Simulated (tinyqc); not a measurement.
Kinetics of strain relaxation and threading dislocations in mismatched semiconductor layers: one step, computed by the program tinyqc.

60-degree dislocations on {111} planes of a (001) layer, isotropic elasticity. The Schmid factor is 1/sqrt(6), and a misfit segment relieves strain with b/2.

Question. Thick uniform layer and trapping in a trench. A separate case, a thick relaxed layer. Pair reactions during growth: d rho/dh = -K rho^2 with K = 2 r_A tan(psi) and threads inclined by psi = 45 degrees (the <110> lines of {111} planes), so rho = 1/(K H) for a layer that starts with far more threads than that, as highly mismatched layers do. In a trench along [110] a thread on {111} rises at 54.74 degrees across the width, and leaves through the wall below the height w tan(54.74 degrees) = sqrt(2) w; the share of threads, evenly spread over the floor, that reach the top is max(0, 1 - a/sqrt 2) for the aspect ratio a.

Inputs (values chosen for the exercise, modelled on Si(0.8)Ge(0.2) on Si): misfit f = 0.00784; reaction radius r_A = 8.8 nm; final thickness of a thick uniform layer H = 1.2 micrometre; aspect ratio of a trench = 2.5.

Give: thread density at H; share that reaches the top.

Answer.

thread density at H = 4.7348e+09 1/cm^2

share that reaches the top = 0

The trench traps all threads that cross it; those that run along it are not trapped. Thickness alone needs 5700 micrometre for 1e6 /cm^2. Caution: at this small misfit a layer may start with fewer threads than 1/(K H), which is then only an upper bound.
